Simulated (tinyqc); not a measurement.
# Exponent and activation energy from three stresses

Question. Oxide breakdown follows t63 = a V^(-n) exp(Ea q/(kB T)). Find n, Ea and the E-model slope gamma = n/E (cm/MV) at the higher voltage, E = V/tox.

Parameters, values chosen for the exercise: oxide thickness tox = 7.6 nm.

Constants: q = 1.602176634e-19 C, kB = 1.380649e-23 J/K. Results are converted to the units shown.

t63 at (7.17 V, 423 K), (9.33 V, 423 K) and (9.33 V, 448 K) (s): 6.5484070e5  11.446064  4.1672129

Solution. The two voltages give n and the two temperatures Ea.

n = 41.6
Ea = 0.660 eV
gamma = 3.39 cm/MV

tinyqc, about 0.01 s, one thread, Intel Xeon 2.30GHz (shared host): `OMP_NUM_THREADS=1 python tinyqc.py 2070005 2070006 out.jsonl`
